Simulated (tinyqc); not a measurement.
Stretching all distances: RHF, UHF, MP2, CISD and CCSD against full CI in the 6-31g basis, for H2, spin multiplicity 1. Computed by the program tinyqc with PySCF. All coordinates are multiplied by the scale. c0^2 is the weight of the RHF determinant in the lowest singlet FCI state (UHF is spin-contaminated and may lie near states of higher spin) and n(LUMO) the first natural occupation beyond the occupied space.

Geometry (angstrom):
```
atom       x       y       z
H     0.0000  0.0000  0.0000
H     0.0000  0.0000  0.6990
```

Full CI energy (hartree) and errors against it (kcal/mol):
```
scale  distance 1-2 (angstrom)    E(FCI)     RHF     UHF     MP2   CISD   CCSD  <S^2> UHF   c0^2  n(LUMO)
0.900                    0.629  -1.13994  14.137  14.137   3.994  0.000  0.000      0.000  0.989    0.016
1.200                    0.839  -1.14714  17.117  17.117   5.531  0.000  0.000      0.000  0.982    0.032
1.500                    1.048  -1.11935  21.114  21.114   7.899  0.000  0.000      0.000  0.968    0.061
1.800                    1.258  -1.08675  26.749  25.900  11.411  0.000  0.000      0.179  0.945    0.108
2.400                    1.678  -1.03602  43.888  16.942  22.161  0.000  0.000      0.759  0.860    0.274
2.700                    1.887  -1.02036  55.068  10.975  28.888  0.000  0.000      0.869  0.802    0.389
```

Estimate the missing row, scale = 2.1.

Computed row:
```
scale  distance 1-2 (angstrom)    E(FCI)     RHF     UHF     MP2   CISD   CCSD  <S^2> UHF   c0^2  n(LUMO)
2.100                    1.468  -1.05818  34.335  23.210  16.197  0.000  0.000      0.556  0.909    0.178
```

UHF parts from RHF first at scale 1.8 of those listed, where <S^2> leaves zero. The weight c0^2 goes from 0.99 to 0.80 and n(LUMO) from 0.02 to 0.39: static correlation grows as the bonds break into open-shell fragments. The spread of the error along the curve, which distorts its shape, is CISD 0.0, CCSD 0.0, UHF 14.9, MP2 24.9, RHF 40.9 kcal/mol. With two electrons CISD and CCSD are exact.
